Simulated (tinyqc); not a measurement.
Hot electrons in a saturated n-channel MOSFET, lucky-electron model: two steps of the calculation.

Beyond pinch-off the lateral field grows as Esat cosh(y/l) over the velocity-saturated region (pseudo-two-dimensional model). Impact ionisation in this region gives the substrate current, which biases the body forward through Rsub. Currents are per width. Local-field laws: they overstate ionisation when the field peak is narrower than an energy relaxation length.

Values chosen for this exercise; values close to those of silicon n-channel devices: channel length L = 0.35 um; oxide thickness tox = 7.1 nm; threshold VT = 0.46 V; saturation velocity vs = 9.9e6 cm/s; ionisation prefactor Ai = 2e6 1/cm; ionisation field Bi = 1.75 MV/cm; resistance of the lightly doped drain Rd = 0 ohm um; substrate resistance Rsub = 6400 ohm um; fall of VT per volt of forward body bias kb = 0.26; hot-electron mean free path lm = 8.7 nm; oxide barrier pb = 3.2 V; prefactor of the gate current Cg = 0.002; lifetime exponent m = 3; lifetime constant Hl = 11000 s uA/um; drain voltage Vd = 2.3 V; gate voltage Vg = 1.4 V.

Constants: eps0 = 8.8541878128e-14 F/cm where lengths are in cm. Results are converted to the units shown.

Problem 1. Body bias from the substrate current. Cox = 3.9 eps0/tox. Overdrive g = Vg - VT + kb Vb; Vdsat = g Esat L/(g + Esat L); Id = Cox vs (g - Vdsat); dV = Vd - Id Rd - Vdsat; Em = sqrt((dV/l)^2 + Esat^2); Isub = Id (Ai/Bi) l Em exp(-Bi/Em). Vb(new) = Rsub Isub.

Vb at the start = 0 V
l = 48.404545 nm
Esat = 0.0792 MV/cm

Give: Vdsat; Id; dV; Em; Isub; Vb after iteration 1.

Solution 1.

Vdsat = 0.7020 V
Id = 114.6 uA/um
dV = 1.598 V
Em = 0.3395 MV/cm
Isub = 1.243 uA/um
Vb after iteration 1 = 0.007954 V

Problem 2. Gate current, lifetime and channel shortening. Ig = Cg Id exp(-pb/(lm Em)); lifetime tau = (Hl/Id)(Isub/Id)^(-m); length of the saturated region dL = l ln[(dV/l + Em)/Esat]. 1 year = 3.15576e7 s.

Id = 115.05467 uA/um
dV = 1.5968866 V
Em = 0.33927786 MV/cm
Isub = 1.2423408 uA/um
l = 48.404545 nm
Esat = 0.0792 MV/cm

Find: Isub/Id; Ig; tau; dL.

Solution 2.

Isub/Id = 0.010798
Ig = 4.5049 pA/um
tau = 2.4064 years
dL = 103.30 nm

The lifetime misses ten years.

Program tinyqc, `OMP_NUM_THREADS=1 python tinyqc.py 2550051 2550052 out.jsonl`; Intel Xeon 2.30GHz, shared host, one thread, about 0.01 s.
